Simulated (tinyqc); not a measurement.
Electroplating on a thin resistive seed layer: kinetics, Wagner number and the terminal effect across a wafer: one step, computed by the program tinyqc. Command: `OMP_NUM_THREADS=1 python tinyqc.py 3120263 3120264 out.jsonl terminal walk`. One thread of a shared host (Intel(R) Xeon(R) Processor @ 2.30GHz), about 0.02 s of CPU time with the checks.

Current enters the seed at the rim. The bath is treated as a local resistance per area (no lateral flow in the liquid), two electrons per ion, molar volume 7.11 cm^3/mol, Faraday constant F = e N_A, kinematic viscosity 0.01 cm^2/s, omega = 2 pi x rpm/60; k_B T/e is in volts.

Task: Linear estimate of the terminal effect. Linearised: with R_t = kinetic + bath resistance the current density obeys (1/r)(r i')' = i R_s/R_t, so i = A I_0(r/l), l = sqrt(R_t/R_s); with x = R/l, edge/centre = I_0(x) and edge/mean = x I_0(x)/(2 I_1(x)). Voltage drop in the seed for a uniform current: i R_s R^2/4.

Inputs (values chosen for the exercise, of the order of those for copper plating from an acid sulfate bath): wafer radius R = 7.5 cm; mean current density = 13 mA/cm^2; temperature T = 298 K.

kinetic resistance = 2.821940 ohm cm^2

bath resistance R_b = 310.6186 ohm cm^2

sheet resistance R_s = 26.96629 ohm/square

Give: length l; x = R/l; edge over centre, linear; edge over mean, linear; drop for uniform current.

Result:

length l = 3.4093 cm

x = R/l = 2.1999

edge over centre, linear = 2.6289

edge over mean, linear = 1.5109

drop for uniform current = 4929.8 mV
